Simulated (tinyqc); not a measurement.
Mirror strength against the number of periods: longitudinal sound in a periodic multilayer: transfer matrices, stop bands and folded phonons. Computed by tinyqc, a small Python program. Command: `OMP_NUM_THREADS=1 python tinyqc.py 3002801 3002802 out.jsonl multilayer walk`. One thread of a shared host (Intel(R) Xeon(R) Processor @ 2.30GHz), about 0.01 s of CPU time with the checks.

Layers 1 and 2 repeat with period d = d_1 + d_2; waves travel normal to the layers, without loss. State vector (u, s): displacement u and stress divided by omega. Impedances Z = rho v are in 1e6 kg/(m^2 s).

Inputs (values chosen for the exercise, modelled on silicon (layer 1), germanium (layer 2) and silica (substrate)): density rho_1 = 2.36 g/cm^3; velocity v_1 = 8580 m/s; thickness d_1 = 3.85 nm; density rho_2 = 5.33 g/cm^3; velocity v_2 = 4970 m/s; thickness d_2 = 2.57 nm; substrate density = 2.17 g/cm^3; substrate velocity = 5950 m/s; frequency f = 479 GHz.

Method:
- Z = rho v; interface reflection r = (Z_2 - Z_1)/(Z_2 + Z_1) (stress amplitude, from 1 into 2); Bragg frequency f_B = 1/[2 (d_1/v_1 + d_2/v_2)]; long-wave velocity v_eff = d/sqrt[(d_1/v_1)^2 + (d_2/v_2)^2 + (Z_1/Z_2 + Z_2/Z_1)(d_1/v_1)(d_2/v_2)].
- A layer maps (u, s) by [[cos p, sin p/Z], [-Z sin p, cos p]], p = 2 pi f d_i/v_i; one period is M = M_2 M_1, and cos(q d) = trace(M)/2.
- For N periods A = M^N. A wave comes from a thick layer of material 1 and leaves into the substrate (Z_s): transmitted power T = 4 Z_1 Z_s/|Z_1 A_22 + Z_s A_11 - i (Z_1 Z_s A_12 - A_21)|^2, reflected power R = 1 - T.

Bragg frequency f_B = 517.695 GHz

Z_2 = 26.4901

Z_1 = 20.2488

Z of the substrate = 12.9115

trace(M)/2 = -1.00799

Transmitted power:
```
N     T at f_B  T at f_B (dB)     T at f
1      0.79268        -1.0090    0.79107
2      0.59027        -2.2895    0.59997
3      0.40393        -3.9369    0.43759
4      0.26080        -5.8369    0.31653
6     0.098476        -10.067    0.16897
8     0.034992        -14.560   0.093785
12   0.0041976        -23.770   0.031351
16  4.9667e-04        -33.039   0.011056
24  6.9294e-06        -51.593  0.0014422
```

At f_B each further period removes 2.32 dB at large N, which is 20 log10 of the impedance ratio, 2.33 dB, as for a quarter-wave stack; 99 % reflection needs N = 12 among these rows. Caution: at these frequencies damping, strong in glasses, and rough interfaces, both left out here, can weaken the stop bands; layers only a few atoms thick are also beyond continuum acoustics.
